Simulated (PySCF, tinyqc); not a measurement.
CIS on RHF in the sto-3g basis, for H4, spin multiplicity 1, step by step. The lowest restricted solution is unstable here: a spin-polarised one lies 0.0231 hartree lower (PySCF). One step of it, computed by the program tinyqc.

Question. CIS singlet states. Diagonalise A (1 hartree = 27.211386 eV); each vector has its largest component positive (the first on a tie). The transition dipole is mu = sqrt2 sum c_ia <i|r|a>.

CIS matrix A, singlet (hartree):
```
           1>3       1>4       2>3        2>4
1>3   0.526302  0.000000  0.000000  -0.049511
1>4   0.000000  0.722082  0.013615   0.000000
2>3   0.000000  0.013615  0.416068   0.000000
2>4  -0.049511  0.000000  0.000000   0.651329
```

dipole integrals <i|r|a> (bohr):
```
            x         y          z
1>3  0.000000  0.000000   0.000000
1>4  0.000000  0.000000   0.499906
2>3  0.000000  0.000000  -2.002177
2>4  0.000000  0.000000   0.000000
```

Give: singlet excitation energies; lowest vectors; oscillator strengths 2/3 w |mu|^2.

Answer.

singlet excitation energies (eV): 11.3053  13.8525  18.1925  19.6653

lowest vectors:
```
     state 1  state 2  state 3  state 4
1>3   0.0000   0.9444  -0.3287   0.0000
1>4  -0.0444   0.0000   0.0000   0.9990
2>3   0.9990   0.0000   0.0000   0.0444
2>4   0.0000   0.3287   0.9444   0.0000
```

oscillator strengths 2/3 w |mu|^2: 2.2657  0.0000  0.0000  0.1625
